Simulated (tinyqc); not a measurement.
Worked calculation: Hubbard chain of 4 sites. One step of it, computed by the program tinyqc.

Task: Mean-field iteration 2. H(up) = T + U n(down), H(down) = T + U n(up); fill the lowest levels; n(new) = n + mixing (n(out) - n); E = tr T (rho up + rho down) + U sum n_up n_down of the output.

one-body matrix (hopping and site energies) (eV):
```
           1          2          3          4
1   1.000000  -1.960000   0.000000   0.000000
2  -1.960000  -0.580000  -1.960000   0.000000
3   0.000000  -1.960000   0.350000  -1.960000
4   0.000000   0.000000  -1.960000   0.240000
```

U = 6.300000 eV

electrons, up and down: 2  2

mixing = 0.500000

n(up) after iteration 1: 1 0.476291, 2 0.520239, 3 0.546554, 4 0.456916

n(down) after iteration 1: 1 0.342703, 2 0.627730, 3 0.426917, 4 0.602650

Give: levels, up; levels, down; energy; n(up) after iteration 2; n(down) after iteration 2.

Result:

levels, up (eV): 0.1234  2.2229  4.7488  6.5149

levels, down (eV): 0.1117  2.1722  4.7759  6.5502

energy = -1.6945 eV

n(up) after iteration 2: 1 0.5281, 2 0.4938, 3 0.5734, 4 0.4047

n(down) after iteration 2: 1 0.3322, 2 0.6308, 3 0.4225, 4 0.6144
